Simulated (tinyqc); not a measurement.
Speciation in dilute and buffered hydrofluoric acid, oxide etch rate and bath loading: one step, computed by the program tinyqc.

Concentrations stand for activities, NH4+ and Cl- are spectators, and water ionisation is neglected. H, F and HF2 denote the ions H+, F- and HF2-. The base temperature is 298 K.

Problem. Etch rate. Rate = k_a ([HF] + 2 [H2F2]) + k_b [HF2], an empirical two-term form. Time = oxide/rate; a temperature error changes the rate by exp((E_a/k_B)(1/298 - 1/(298 + error))) - 1.

Inputs (values chosen for the exercise, of the order of those for thermal oxide at room temperature):
```
quantity,value,unit
NH4F added,0.38,mol/L
HCl added,0,mol/L
rate constant of neutral HF k_a,13,nm L/(min mol)
rate constant of HF2 k_b,61,nm L/(min mol)
activation energy,0.43,eV
temperature error,2.3,K
oxide removed per wafer,74,nm
```

[HF] = 0.2108046 mol/L

[H2F2] = 0.1222061 mol/L

[HF2] = 0.1840640 mol/L

Constants: k_B = 8.617333262e-05 eV/K.

Give: etch rate; share of HF2 in the rate; etch time; rate change from the temperature error.

Solution.

etch rate = 17.15 nm/min

share of HF2 in the rate = 65.49 %

etch time = 259.0 s

rate change from the temperature error = 13.68 %

Caution: at ionic strengths above about 0.5 mol/L activities differ much from concentrations, so pH and rates are only indicative.
